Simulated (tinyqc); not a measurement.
From apparent length L_app back to diffusion length L: surface photovoltage measurement of the minority-carrier diffusion length in a wafer. Computed by tinyqc, a small Python program. Command: `OMP_NUM_THREADS=1 python tinyqc.py 3130129 3130130 out.jsonl spv inv`. One thread of a shared host (Intel(R) Xeon(R) Processor @ 2.30GHz), about 0.02 s of CPU time with the checks.

Low injection, steady light, a depletion layer much thinner than 1/alpha and L. The excess density dn is taken at the front edge of the neutral region; light that reaches the back is lost.

Inputs (values chosen for the exercise, modelled on p-type silicon at room temperature):

| quantity | value | unit |
|---|---|---|
| wafer thickness W | 725 | micrometre |
| diffusivity D | 29.2 | cm^2/s |
| front recombination velocity S_f | 16000 | cm/s |
| back recombination velocity S_b | 190 | cm/s |
| photon flux entering | 9e+11 | 1/(cm^2 s) |
| relative noise of each reading | 1 | % |

normal deviates g for the noise: 0.59  -0.41  -0.91  -1.61  -0.11  -0.77  -0.06

Method:
- alpha = (84.732/lambda - 76.417)^2 per cm with lambda in micrometre (an empirical fit for silicon between 0.7 and 1.05 micrometre).
- Thick wafer: dn = Phi L/((S_f + D/L)(L + 1/alpha)). Finite wafer, with s = S_b L/D, w = W/L, a = alpha L: dn = [Phi a/(a^2 - 1)] [a - B - exp(-alpha W)(a - s)/(cosh w + s sinh w)]/(S_f + B D/L), B = (sinh w + s cosh w)/(cosh w + s sinh w).
- Readings y = (Phi/dn) (1 + noise x g) at 780, 830, 880, 920, 950, 975 and 995 nm; a least-squares line y = c (1/alpha + L_app) gives L_app = intercept/slope.

Question. A run gave the result below. Find the diffusion length L, known to lie between 11 and 23 micrometre.

apparent length L_app = 14.45633 micrometre

Answer.

Each step takes the trial c = (a f_b - b f_a)/(f_b - f_a), f being the result less the target and a, b, c the logarithms of the listed values; c replaces end b, the old b replaces a if the sign of f changed, and otherwise f_a is halved.

Scan of the range:

| diffusion length L (micrometre) | apparent length L_app (micrometre) |
|---|---|
| 11.0 | 10.7983 |
| 12.4 | 12.1937 |
| 14.1 | 13.8882 |
| 15.9 | 15.6823 |
| 18.0 | 17.7755 |
| 20.3 | 20.0679 |
| 23.0 | 22.7591 |

False position (Illinois rule, in the logarithm of the input) inside the bracket:

| step | end a | end b | trial | apparent length L_app (micrometre) |
|---|---|---|---|---|
| 1 | 14.1000 | 15.9000 | 14.6468 | 14.4332 |
| 2 | 15.9000 | 14.6468 | 14.6691 | 14.4554 |
| 3 | 15.9000 | 14.6691 | 14.6709 | 14.4572 |
| 4 | 14.6691 | 14.6709 | 14.6700 | 14.4563 |
| 5 | 14.6709 | 14.6700 | 14.6700 | 14.4563 |

Apparent length L_app rises at every point of a 13-point scan of the range (every second point is shown), so one value fits; it is bracketed by 14.1 and 15.9. Answer: diffusion length L = 14.67 micrometre.
